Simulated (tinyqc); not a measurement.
Wannier functions of a composite (isolated) pair of valence bands (bonds of an sp chain): one step. H at one mesh point. Two cases, with inputs chosen for the exercise.

Question. Fill in the matrix.

Each atom has a hybrid pointing left (<) and right (>). H(k): diagonal +V3 on A, -V3 on B; <A<|A>> = -V1a, <B<|B>> = -V1b, <A>|B<> = -V2, <B>|A<> = -V2p exp(ik); k in 1/a, Bloch sums with exp(ikR). The two lowest bands are filled. Trial functions in cell 0: g1 = cos(c) A> + sin(c) B<, and g2 = sin(c) B> + cos(c) A< of cell 1, whose Bloch vector has cos(c) exp(-ik) on A<. Projection A_mn = <psi_m|g_n>, S = A^+ A, Loewdin U = A S^(-1/2), Bloch-like states w_n = sum_m psi_m U_mn, H_W(k) = U^+ diag(E) U. P = sum_m |psi_m><psi_m| is free of phase choices, and S = g^+ P g, w = P g S^(-1/2).

Case 1.

Values chosen:
- V2 = 2.93 eV (coupling in the bond A-B inside the cell)
- V2p = 4.39 eV (coupling in the bond to the next cell)
- V1a = 0.72 eV (coupling of the two hybrids on A)
- V1b = 1.26 eV (the same on B)
- V3 = 0.37 eV (A at +V3, B at -V3)
- j = 4 (mesh point, k = 2 pi j/N)
- N = 6 (k points)

Case 2.

Values chosen:
- V2 = 2.78 eV (coupling in the bond A-B inside the cell)
- V2p = 4.48 eV (coupling in the bond to the next cell)
- V1a = 1.03 eV (coupling of the two hybrids on A)
- V1b = 1.09 eV (the same on B)
- V3 = 0 eV (A at +V3, B at -V3)
- j = 2 (mesh point, k = 2 pi j/N)
- N = 4 (k points)

Give: H(k).

Answer.

Case 1.

H(k) (eV):
```
                A<       A>       B<              B>
A<          0.3700  -0.7200        0  2.1950-3.8019i
A>         -0.7200   0.3700  -2.9300               0
B<               0  -2.9300  -0.3700         -1.2600
B>  2.1950+3.8019i        0  -1.2600         -0.3700
```

Case 2.

H(k) (eV):
```
         A<       A>       B<       B>
A<        0  -1.0300        0   4.4800
A>  -1.0300        0  -2.7800        0
B<        0  -2.7800        0  -1.0900
B>   4.4800        0  -1.0900        0
```

Computed by tinyqc, one run a case: `OMP_NUM_THREADS=1 python tinyqc.py N N+1 out.jsonl` with N = 1480824, 1481902; one thread of a shared Intel(R) Xeon(R) Processor @ 2.30GHz, about 0.3 s a run at most.
